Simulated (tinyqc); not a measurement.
Inverter chain driving a load.

N inverters, each f = Hc^(1/N) times larger than the one before: delay tau N (f + pp). Switched capacitance in units of the first input, with output capacitance pp times the input: Hc + (1 + pp)(Hc - 1)/(f - 1).

Values chosen for this exercise:
```
symbol  value  unit                                       meaning
Hc        550        load over the input capacitance of the chain
pp          0                      parasitic delay of an inverter
tau         6    ps                                    delay unit
```

Inverter chain driving a load:
```
N,f,delay (ps),switched capacitance
3,8.193,147.5,626.3
4,4.843,116.2,692.9
5,3.532,106.0,766.8
6,2.862,103.0,844.8
7,2.463,103.4,925.2
8,2.201,105.6,1007
9,2.016,108.9,1090
10,1.879,112.8,1174
```

The delay goes from 147 through a minimum of 103 (at N = 6 among the rows listed) to 113 ps. The best stage effort solves pp + rho (1 - ln rho) = 0, rho = 2.72, which gives N = ln Hc/ln rho = 6.31. One stage fewer than the best costs 2.8 % in delay and saves 9.2 % of the switched capacitance.

tinyqc, about 0.01 s, one thread, Intel Xeon 2.30GHz (shared host): `OMP_NUM_THREADS=1 python tinyqc.py 2082093 2082094 out.jsonl`
